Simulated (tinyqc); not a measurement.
Exchange-only LDA atom on a uniform radial grid, spin-unpolarised, for F, step by step. Computed by tinyqc, a small Python program that keeps every step. Settings: Z = 9, points = 192, R = 12.5, functional = Slater exchange alone, mixing = 0.6, iteration cap = 62. Command: `OMP_NUM_THREADS=1 python tinyqc.py 24870 24871 out.jsonl` (the two numbers bound the seeds that draw the settings). One thread of a shared host (Intel(R) Xeon(R) Processor @ 2.60GHz), about 0.4 s of CPU time with the checks. Later iterations appear only in the table of the cycle.

## Iteration 1

Spherical atom on a uniform radial grid r_j = j h with h = R/(N + 1), h sum u^2 = 1 and integrals as h times sums, u(0) = u(R) = 0 (atomic units):
```
parameter            value
Z                        9
points N               192
R                12.500000
h                 0.064767
mixing            0.600000
electrons in 1s          2
electrons in 2s          2
electrons in 2p          5
```

Three-point differences turn -u''/2 + [l(l+1)/2r^2 - Z/r + V] u = e u into a tridiagonal matrix (diagonal 1/h^2 + potential, off-diagonal -1/2h^2). D = sum f u^2; the Hartree potential y/r solves y'' = -D/r with y(0) = 0, y(R) = N_e; v_xc comes from rho = D/(4 pi r^2); E = sum f e - int D V + int D (V_H/2 + eps_xc); V(new) = V + mixing (V_H + v_xc - V).

eigenvalues (hartree): 1s -37.543694, 2s -9.918661, 2p -10.200438

Every 12th grid point:
```
r              V in     u(1s)      u(2s)     u(2p)         D        V_H       v_xc
0.777202   0.000000  0.050515  -1.133809  0.895276  6.583744  11.243737  -0.939122
1.554404   0.000000  0.000131  -0.174559  0.106224  0.117360   5.789063  -0.154544
2.331606   0.000000  2.54e-07  -0.013200  0.007148  0.000604   3.859998  -0.020362
3.108808   0.000000  4.39e-10  -0.000766  0.000381  1.90e-06   2.895000  -0.002463
3.886010   0.000000         0  -0.000039  0.000018  4.59e-09   2.316000  -0.000285
4.663212   0.000000         0  -1.78e-06  7.77e-07         0   1.930000  -0.000032
5.440415   0.000000         0  -7.77e-08  3.18e-08         0   1.654286   0.000000
6.217617   0.000000         0  -3.24e-09  1.25e-09         0   1.447500   0.000000
6.994819   0.000000  0.000000  -1.31e-10  4.78e-11         0   1.286667   0.000000
7.772021   0.000000  0.000000          0         0         0   1.158000   0.000000
8.549223   0.000000  0.000000          0         0         0   1.052727   0.000000
9.326425   0.000000  0.000000          0         0         0   0.965000   0.000000
10.103627  0.000000  0.000000          0         0         0   0.890769   0.000000
10.880829  0.000000  0.000000          0         0         0   0.827143   0.000000
11.658031  0.000000  0.000000          0         0         0   0.772000   0.000000
12.435233  0.000000  0.000000          0         0         0   0.723750   0.000000
```

total energy = -80.32417967 hartree

## Iteration 2

As before.

eigenvalues (hartree): 1s -24.300215, 2s -3.137778, 2p -2.581291

Every 12th grid point:
```
r              V in     u(1s)      u(2s)     u(2p)         D        V_H       v_xc
0.777202   6.182769  0.080863  -1.070870  0.994861  7.255345  10.124356  -0.970027
1.554404   3.380712  0.000541  -0.501082  0.468748  1.600789   5.740062  -0.369252
2.331606   2.303782  3.08e-06  -0.133274  0.145574  0.141483   3.858301  -0.125521
3.108808   1.735522  1.65e-08  -0.029228  0.038272  0.009032   2.894943  -0.041412
3.886010   1.389429  8.55e-11  -0.005804  0.009179  0.000489   2.315998  -0.013497
4.663212   1.157981         0  -0.001084  0.002075  0.000024   1.930000  -0.004370
5.440415   0.992571         0  -0.000194  0.000450  1.09e-06   1.654286  -0.001408
6.217617   0.868500         0  -0.000034  0.000095  4.71e-08   1.447500  -0.000452
6.994819   0.772000  0.000000  -0.000006  0.000019  1.96e-09   1.286667  -0.000145
7.772021   0.694800  0.000000  -9.53e-07  3.92e-06  7.87e-11   1.158000  -0.000046
8.549223   0.631636  0.000000  -1.56e-07  7.79e-07         0   1.052727  -0.000015
9.326425   0.579000  0.000000  -2.54e-08  1.53e-07         0   0.965000   0.000000
10.103627  0.534462  0.000000  -4.07e-09  2.96e-08         0   0.890769   0.000000
10.880829  0.496286  0.000000  -6.48e-10  5.69e-09         0   0.827143   0.000000
11.658031  0.463200  0.000000  -1.01e-10  1.06e-09         0   0.772000   0.000000
12.435233  0.434250  0.000000          0  4.99e-11         0   0.723750   0.000000
```

total energy = -92.00490019 hartree

## Convergence

Stop when input and output potentials agree to 1e-7.

Course of the cycle (hartree):
```
iteration             E       e(1s)      e(2s)       e(2p)  largest |V(out) - V(in)|
1          -80.32417967  -37.543694  -9.918661  -10.200438                  2.60e+01
2          -92.00490019  -24.300215  -3.137778   -2.581291                  4.81e+00
3          -92.58616638  -21.819065  -1.506105   -0.928064                  6.75e-01
4          -92.60579402  -21.666361  -1.165895   -0.608175                  3.20e-01
5          -92.60856709  -21.510450  -1.006337   -0.454624                  9.23e-02
6          -92.60895435  -21.481702  -0.960037   -0.411069                  5.23e-02
7          -92.60900875  -21.456330  -0.937800   -0.389566                  1.25e-02
8          -92.60901666  -21.451896  -0.931706   -0.383818                  8.76e-03
9          -92.60901786  -21.447574  -0.928465   -0.380654                  1.73e-03
10         -92.60901805  -21.446972  -0.927675   -0.379907                  1.45e-03
11         -92.60901808  -21.446242  -0.927188   -0.379427                  2.44e-04
12         -92.60901808  -21.446173  -0.927088   -0.379333                  2.38e-04
13         -92.60901809  -21.446049  -0.927013   -0.379258                  3.48e-05
14         -92.60901809  -21.446044  -0.927001   -0.379247                  3.95e-05
15         -92.60901809  -21.446023  -0.926990   -0.379235                  4.99e-06
16         -92.60901809  -21.446023  -0.926988   -0.379234                  6.65e-06
17         -92.60901809  -21.446020  -0.926986   -0.379232                  7.13e-07
18         -92.60901809  -21.446020  -0.926986   -0.379232                  1.14e-06
19         -92.60901809  -21.446019  -0.926986   -0.379232                  1.51e-07
20         -92.60901809  -21.446019  -0.926986   -0.379232                  2.01e-07
21         -92.60901809  -21.446019  -0.926986   -0.379232                  3.87e-08
```

Converged in 21 iterations. A uniform grid resolves the cusp poorly: for a bare nucleus this grid gives 1s at -37.54369 against -Z^2/2 = -40.5 hartree. Before convergence this energy mixes input and output and is not variational, so it may rise towards its limit.
